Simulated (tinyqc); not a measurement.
# From G(t) - G(o) back to temperature T

Model: competing polymorphs of an oxide film: bulk, surface, grain-boundary, dopant and field terms. Computed by tinyqc, a small Python program. Command: `OMP_NUM_THREADS=1 python tinyqc.py 3006932 3006933 out.jsonl polymorph inv`. One thread of a shared host (Intel(R) Xeon(R) Processor @ 2.30GHz), about 0.01 s of CPU time with the checks.

Phases: monoclinic m (reference), polar orthorhombic o, tetragonal t. Free energies per formula unit (f.u.); 1 J/m^2 x angstrom^3/nm = 6.241509 meV.

Inputs (values chosen for the exercise, for a model oxide):

| quantity | value | unit |
|---|---|---|
| energy of the polar phase o over m | 48.2 | meV/f.u. |
| energy of the tetragonal phase t over m | 146 | meV/f.u. |
| entropy of o over m | 0.0048 | meV/(f.u. K) |
| entropy of t over m | 0.067 | meV/(f.u. K) |
| surface energy of m | 3.2 | J/m^2 |
| surface energy of o | 2.77 | J/m^2 |
| surface energy of t | 2.64 | J/m^2 |
| grain-boundary energy over surface energy | 0.58 | - |
| volume per formula unit Omega | 33.8 | angstrom^3 |
| film thickness h | 6.1 | nm |
| grain radius R | 9.6 | nm |
| dopant content x | 2.8 | % |
| shift of o per % of dopant | -2.5 | meV/f.u. |
| shift of t per % of dopant | -12 | meV/f.u. |

Geometry: columnar grains in a film.

Method. Bulk term b = H - T S + (shift) x, zero for m. The undoped bulk turns from m to t at T = H_t/S_t. Area per volume: A = 2/h + f_b/R (two free faces; the side wall 2/R is shared by two grains and carries f_b gamma); G = b + gamma Omega A.

Task: A run gave the result below. Find the temperature T, known to lie between 210 and 490 K.

G(t) - G(o) = 41.3936 meV/f.u.

Result:

Each step takes the trial c = (a f_b - b f_a)/(f_b - f_a), f being the result less the target and a, b, c the logarithms of the listed values; c replaces end b, the old b replaces a if the sign of f changed, and otherwise f_a is halved.

Scan of the range:

| temperature T (K) | G(t) - G(o) (meV/f.u.) |
|---|---|
| 210 | 47.4892 |
| 242 | 45.4988 |
| 279 | 43.1974 |
| 321 | 40.5850 |
| 369 | 37.5994 |
| 425 | 34.1162 |
| 490 | 30.0732 |

False position (Illinois rule, in the logarithm of the input) inside the bracket:

| step | end a | end b | trial | G(t) - G(o) (meV/f.u.) |
|---|---|---|---|---|
| 1 | 279.000 | 321.000 | 307.365 | 41.4331 |
| 2 | 321.000 | 307.365 | 307.987 | 41.3944 |
| 3 | 321.000 | 307.987 | 308.012 | 41.3928 |
| 4 | 307.987 | 308.012 | 308.000 | 41.3936 |

G(t) - G(o) falls at every point of a 13-point scan of the range (every second point is shown), so one value fits; it is bracketed by 279 and 321. The scan shows a straight line, so linear interpolation between any two rows gives the answer at once. Answer: temperature T = 308.0 K.

Caution: this is an equilibrium ranking; real films often keep the phase that nucleates first on cooling from t.
